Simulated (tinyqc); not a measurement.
From results back to parameters: buckled dimers of a reconstructed (001) surface, two dangling bonds a dimer. Two cases, with inputs chosen for the exercise.

Problem. With tp the pi coupling of the two dangling bonds, gm their shift per height and kf the force constant (elastic energy kf z^2), an isolated buckled dimer has gap 2 gm^2/kf, buckling z with (gm z)^2 + tp^2 = (gm^2/kf)^2, and charge gm z/(gm^2/kf) moved to the up atom. The values come from hidden parameters.

Case 1.

gap = 1.281333 eV
z = 0.319363 angstrom
charge moved = 0.927183 e

Case 2.

gap = 1.216447 eV
z = 0.240576 angstrom
charge moved = 0.850409 e

Find: tp; gm; kf.

Solution. With x half the gap and c the charge: tp = x sqrt(1 - c^2), gm = x c/z, kf = gm^2/x.

Case 1.

tp = 0.24 eV
gm = 1.86 eV/angstrom
kf = 5.4 eV/angstrom^2

Case 2.

tp = 0.32 eV
gm = 2.15 eV/angstrom
kf = 7.6 eV/angstrom^2

Computed by tinyqc, one run a case: `OMP_NUM_THREADS=1 python tinyqc.py N N+1 out.jsonl` with N = 1451746, 1451818; one thread of a shared Intel(R) Xeon(R) Processor @ 2.30GHz, about 0.03 s a run at most.
